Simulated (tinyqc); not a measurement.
Electron continuity equation in a given potential, Scharfetter-Gummel discretisation: error of the current against the mesh.

Steady state in one dimension: J = q mu n E + q D dn/dx with E = -dpsi/dx and D = mu Vt, dJ/dx = 0, fixed densities nL and nR at the ends. The potential is given, psi = U x/L, and is not changed by the electrons.

Fluxes J_i = (q D/h)(n_(i+1) P_i - n_i Q_i), d_i = (psi_(i+1) - psi_i)/Vt: Scharfetter-Gummel P = B(d), Q = B(-d), B(d) = d/(exp(d) - 1); central P = 1 - d/2, Q = 1 + d/2; upwind P = 1 + max(-d, 0), Q = 1 + max(d, 0). Balance at each inner node: J_i - J_(i-1) = 0. The reference is Scharfetter-Gummel on 4000 intervals or more. Errors are those of J on the first interval against the reference at its midpoint; errors under 1e-6 % are printed as 0.

Values chosen for this exercise; mobility that of a made-up semiconductor: temperature T = 350 K; electron mobility mu = 1690 cm^2/(V s); length of the region L = 0.13 um; density at x = 0 nL = 5.1e14 cm^-3; density at x = L nR = 1.4e14 cm^-3; potential difference psi(L) - psi(0) U = 0.47 V.

Constants: q = 1.602176634e-19 C, kB = 1.380649e-23 J/K, Vt = kB T/q. Results are converted to the units shown.

The same in every row: reference J (A/cm^2) = -4993.

Results:
```
N	largest |d|	SG error (%)	central error (%)	upwind error (%)
5	3.117	0	-0.0359	0.0614
10	1.558	0	-1.23e-5	6.03e-3
40	0.3896	0	-2.26e-6	1.27e-4
80	0.1948	0	0	3.52e-5
160	0.09740	0	0	1.29e-5
```

Estimate the missing row, N = 20.

Computed row:
```
N	largest |d|	SG error (%)	central error (%)	upwind error (%)
20	0.7792	0	-7.19e-6	7.06e-4
```

With this row back in the table: From N = 80 to 160 the error shrinks by 2.7 (upwind); 4 marks second order and 2 first order. Scharfetter-Gummel has no error at any N here, being exact for this potential without sources.

Range of the model: The drift velocity mu E exceeds 1e7 cm/s somewhere, where real mobilities no longer stay constant.

Numbers from tinyqc (`OMP_NUM_THREADS=1 python tinyqc.py 2220133 2220134 out.jsonl`; about 0.01 s on one thread of a shared Intel Xeon 2.30GHz).
